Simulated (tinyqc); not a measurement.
Programming of a floating-gate cell by Fowler-Nordheim tunnelling: two steps of the calculation.

Per tunnel area the floating gate has Ctun = 3.9 eps0/tox to the channel (0 V) and Ccg to the control gate, Ct = Ctun/(1 - ag), no other coupling. With the threshold shift U = -Q/Ccg the field is F = ag (Vg - U)/tox, and dU/dt = J/Ccg. Fowler-Nordheim: J = A F^2 exp(-B/F), A = q^2/(16 pi^2 hbar mo phi) (times 1e14 for A/cm^2 with F in V/nm, emitter mass m0), B = (4/3) sqrt(mo/C) phi^1.5, C = hbar^2/(2 m0).

Parameters, values chosen for the exercise; oxide values close to those of silicon dioxide:
```
symbol  value  unit                       meaning
phi      3.11    eV                tunnel barrier
mo       0.42    m0               tunnelling mass
tox       9.9    nm        tunnel oxide thickness
ag       0.67               coupling ratio Ccg/Ct
ar        580  nm^2                   tunnel area
Vt0      -0.6     V  threshold shift at the start
Vg       18.6     V          control-gate voltage
dt       0.99    us                     time step
n          11                               steps
```

Constants: q = 1.602176634e-19 C, hbar = 1.054571817e-34 J s, m0 = 9.1093837015e-31 kg, eps0 = 8.8541878128e-14 F/cm where lengths are in cm, hbar^2/(2 m0) = 0.0380998212 eV nm^2. Results are converted to the units shown.

Problem 1. Constants of the cell. A, B, Ccg = ag Ct, the starting field and current, K = A B ag/(Ccg tox), and the knee time t0 = exp(B/F(0))/K.

Give: A; B; Ccg; F(0); J(0); K; t0; electrons for 1 V of shift.

Solution 1.

A = 1.180e8 A cm^-2 (V/nm)^-2
B = 24.28 V/nm
Ccg = 0.7082 uF/cm^2
F(0) = 1.299 V/nm
J(0) = 1.529 A/cm^2
K = 2.738e14 1/s
t0 = 0.4759 us
electrons for 1 V of shift = 25.64

Problem 2. Explicit time steps against the exact solution. U(new) = U + dt J(F(U))/Ccg. Exact: exp(B/F(t)) = exp(B/F(0)) + K t, K = A B ag/(Ccg tox), and U = Vg - tox F/ag.

Wanted: t; F; J; U by steps; U exact.

Solution 2.

| step | t (us) | F (V/nm) | J (A/cm^2) | U by steps (V) | U exact (V) |
|---|---|---|---|---|---|
| 0 | 0 | 1.299 | 1.529 | -0.600 | -0.600 |
| 1 | 0.9900 | 1.155 | 0.1162 | 1.538 | 0.490 |
| 2 | 1.980 | 1.144 | 0.09314 | 1.700 | 0.950 |
| 3 | 2.970 | 1.135 | 0.07777 | 1.830 | 1.239 |
| 4 | 3.960 | 1.128 | 0.06677 | 1.939 | 1.449 |
| 5 | 4.950 | 1.121 | 0.05848 | 2.032 | 1.613 |
| 6 | 5.940 | 1.116 | 0.05201 | 2.114 | 1.746 |
| 7 | 6.930 | 1.111 | 0.04681 | 2.187 | 1.859 |
| 8 | 7.920 | 1.106 | 0.04255 | 2.252 | 1.957 |
| 9 | 8.910 | 1.102 | 0.03899 | 2.312 | 2.042 |
| 10 | 9.900 | 1.099 | 0.03597 | 2.366 | 2.119 |
| 11 | 10.89 | 1.095 | 0.03337 | 2.417 | 2.187 |

Range of the model: Programming fields of 10 MV/cm and more wear the oxide; trapping and the channel potential are ignored.

Numbers from tinyqc (`OMP_NUM_THREADS=1 python tinyqc.py 2130063 2130064 out.jsonl`; about 0.01 s on one thread of a shared Intel Xeon 2.30GHz).
